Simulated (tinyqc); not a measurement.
Worked calculation: valley splitting of a silicon quantum well in envelope theory. Values are carried at full precision from step to step, so a last printed digit may differ when a step is redone from the rounded ones.

Constants: hbar^2/2m0 = 3.80998211 eV angstrom^2; kB = 8.617333262e-05 eV/K.

Inputs chosen for the exercise (near those of a strained Si well in SiGe; shifted at random, so the results belong to these values and not to a real crystal):
- k0 = 0.85 2 pi/a (valley position)
- a = 5.431 angstrom (lattice constant)
- ml = 0.905 m0 (mass along z)
- F = 3 mV/nm (field pressing towards the upper interface)
- w = 0.6 angstrom (interface width parameter)
- L = 56 angstrom (well width)
- V0 = 0.16 eV (conduction offset)
- C0 = 0.252 (Bloch overlap factor)
- Yb = 0.26 (Ge share of the barrier)
- Yw = 0.02 (Ge share of the well)
- ad = 120 angstrom (dot radius)

## Wave number and lengths

q = 2 k0 (2 pi/a), its wavelength, the field length (c/(ml e F))^(1/3) with c = hbar^2/2m0 and 1 mV/nm = 1e-4 eV/angstrom, and the damping factor y/sinh(y), y = pi q w, of a step smoothed as 1/(1 + exp(z/w)).

q = 1.9667 1/angstrom
wavelength = 3.195 angstrom
field length = 24.1 angstrom
damping factor = 0.182

## The envelope

The well lies at 0 < z < L; U(z) = V0 [1/(1 + exp(z/w)) + 1/(1 + exp((L - z)/w))] - e F z, 1 mV/nm = 1e-4 eV/angstrom. The envelope psi solves -(c/ml) psi'' + U psi = E psi, c = hbar^2/2m0, by three-point differences on a grid of 0.1 angstrom from -40 to L + 40 angstrom. The two valleys at +/- k0 couple through D = C0 times the integral of exp(-i q z) U(z) psi^2, q = 2 k0 (2 pi/a), and split by Ev = 2|D|.

Two lowest levels, mean position, and psi^2 at both interfaces.

levels (meV): 0.69  29.46

<z> = 31.0 angstrom
psi^2 at z = 0 and L (1/angstrom): 0.000975  0.00277

The field makes psi^2 at the upper interface 2.84 times that at the lower one. The orbital spacing is 28.8 meV.

## Contributions to the coupling

Split D into the lower barrier, the upper barrier and the field term.

Parts of D (micro-eV):

| part | real | imaginary | size |
|---|---|---|---|
| lower barrier | 2.502 | 2.888 | 3.821 |
| upper barrier | -5.093 | 9.588 | 10.857 |
| field term | -0.014 | 0.019 | 0.023 |

## Valley splitting and phase

The inter-valley coupling D is the sum of the complex parts; Ev = 2|D|, the valley phase is arg D, and kB T equals Ev at T = Ev/kB.

Ev = 25.5 micro-eV
phase = 1.78 rad
T = 0.30 K

The upper barrier gives the largest part.

## Alloy disorder

Random alloy: with Y(z) = Yw + (Yb - Yw) B(z), B the bracket in U, and in-plane density exp(-r^2/ad^2)/(pi ad^2), D gains a random complex part of variance sigma^2 = (C0^2/pi)(a^2 V0/(8 ad (Yb - Yw)))^2 (4/a) times the integral of psi^4 Y (1 - Y). Alone it gives a mean splitting sqrt(pi) sigma; together with the smooth part the rms splitting is 2 sqrt(|D|^2 + sigma^2).

Give the integral, sigma, the mean splitting from disorder alone and the rms total.

integral = 0.000454 1/angstrom
sigma = 53.3 micro-eV
sqrt(pi) sigma = 94.4 micro-eV
rms splitting = 109.6 micro-eV

|D|/sigma = 0.24: disorder dominates, so the splitting scatters from dot to dot down to zero.

## Checks

- Lowest level for sharp walls and no field against the square well, meV: both 9.4.
- Size of one barrier part in that case against C0 V0 psi(0)^2/sqrt(q^2 + 4 kappa^2), micro-eV: both 36.

(tinyqc, `OMP_NUM_THREADS=1 python tinyqc.py 1251262 1251263 out.jsonl`, Intel(R) Xeon(R) Processor @ 2.30GHz, 1 thread, shared host, about 0.1 s.)
